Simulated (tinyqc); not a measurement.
# Gate work function from the charge

Problem. For an undoped double gate, Q = 8 eps0 eps_r Vt beta tan(beta)/ts with 0 < beta < pi/2, and at the source (Vg - dphi)/(2 Vt) - ln[(2/ts) sqrt(2 eps0 eps_r Vt/(q ni))] = ln(beta) - ln(cos beta) + 2 r beta tan(beta), r = eps_r tox/(eox ts). Find beta and dphi.

Parameters, values chosen for the exercise; material values close to those of silicon: temperature T = 300 K; relative permittivity of the semiconductor eps_r = 11.6; relative permittivity of the gate insulator eox = 22.8; insulator thickness tox = 10 nm; body thickness ts = 8 nm; gate voltage Vg = 1.08 V.

Constants: q = 1.602176634e-19 C, kB = 1.380649e-23 J/K, Vt = kB T/q, eps0 = 8.8541878128e-14 F/cm where lengths are in cm. Results are converted to the units shown.

Qs = 2335.0560 nC/cm^2
ni = 1.2832451e10 cm^-3

Answer. beta tan(beta) rises from 0 without bound on the interval, so the charge fixes beta; the second relation is then explicit in dphi. At this charge the surface density passes 0.3 Nc, so the classical Boltzmann model is only formal.

beta = 1.41
dphi = -0.100 V

Numbers from tinyqc (`OMP_NUM_THREADS=1 python tinyqc.py 2440099 2440100 out.jsonl`; about 0.02 s on one thread of a shared Intel Xeon 2.30GHz).
